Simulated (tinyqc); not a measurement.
Peak gain against injection: optical gain and spontaneous emission in a bulk direct-gap semiconductor.

Parabolic bands, vertical transitions, no excitons. For each hole band j: mr = me mj/(me + mj); joint density of states J_j(E) = (mr/c)^(3/2) sqrt(E - Eg)/(2 pi^2), both spins, c = hbar^2/2m0; averaged matrix element |e.p|^2 = m0 Ep/6; alpha_j(E) = 4 pi^2 alpha_f c Ep J_j/(3 nr E) in 1/angstrom (alpha_f the fine-structure constant, listed as alpha among the constants), times 1e8 for 1/cm.

F_j(eta) = (1/Gamma(j + 1)) integral_0^infinity x^j dx/(1 + exp(x - eta)), which tends to exp(eta) for eta << 0.

Quasi-Fermi levels: n = Nc F_1/2(Fc/kT) and p = Nv F_1/2(Fv/kT), Fc counted up from the conduction edge and Fv down from the valence edge; Nc, Nv from N = 2 (m kB T/(4 pi c))^(3/2) with c = hbar^2/2m0, in 1/angstrom^3; times 1e24 for 1/cm^3, with me and (mhh^(3/2) + mlh^(3/2))^(2/3).

For band j the electron sits at Ee = (E - Eg) mr/me above its edge and the hole at Eh = (E - Eg) mr/mj; fe = 1/(1 + exp((Ee - Fc)/kT)), fh = 1/(1 + exp((Eh - Fv)/kT)); gain g = sum_j alpha_j (fe + fh - 1).

Spontaneous rate: R = integral of (nr E/(hbar c))^2/(pi^2 hbar) sum_j alpha_j fe fh dE, with alpha in 1/cm and (nr E/(hbar c))^2 in 1/cm^2 (1e16 per 1/angstrom^2); B = R/(n p); lifetime n/R.

Constants: hbar^2/2m0 = 3.80998211 eV angstrom^2; fine-structure constant alpha = 0.007297352564; kB = 8.617333262e-05 eV/K; hbar = 6.58211957e-16 eV s; hbar c = 1973.269805 eV angstrom.

Parameters, chosen for this exercise (near those of GaN; not measured data):
```
symbol  value   unit  meaning
Eg      3.519   eV    direct gap
me      0.2069  m0    electron mass
mhh     1.349   m0    heavy-hole mass
mlh     0.2914  m0    light-hole mass
Ep      17.3    eV    Kane energy
nr      2.63          refractive index
T       300     K
```

The peak is the largest g over E; a dash marks no gain.

Gain:
```
n (1/cm^3)  Fc (eV)  Fv (eV)  peak gain (1/cm)  peak E - Eg (eV)  B (cm^3/s)
3.1e+18      0.0188  -0.0675                 -                 -    6.03e-11
5.0e+18      0.0382  -0.0547                 -                 -    5.65e-11
7.2e+18      0.0556  -0.0448               103            0.0037    5.28e-11
8.8e+18      0.0665  -0.0393               402            0.0098    5.03e-11
1.1e+19      0.0799  -0.0331               877            0.0178    4.74e-11
1.4e+19      0.0964  -0.0262              1534            0.0278    4.39e-11
1.9e+19      0.1208  -0.0173              2559            0.0428    3.93e-11
2.5e+19      0.1468  -0.0089              3647            0.0583    3.50e-11
```

transparency density (Fc + Fv = 0) = 6.27e+18 1/cm^3

What does the comparison show?

Gain starts at 6.27e+18 1/cm^3, where Fc = -Fv = 0.0486 eV: with Nv/Nc = 18 the electrons must be degenerate before the holes are. The slope of peak gain against n is 1.87e-16 cm^2 between the first two rows with gain and 1.81e-16 between the last two; the peak moves from 0.0037 to 0.0583 eV above the gap as the bands fill, and B falls by a factor 1.73. Line broadening and gap shrinkage are left out.

(tinyqc, `OMP_NUM_THREADS=1 python tinyqc.py 1651035 1651036 out.jsonl`, Intel(R) Xeon(R) Processor @ 2.30GHz, 1 thread, shared host, about 0.07 s.)
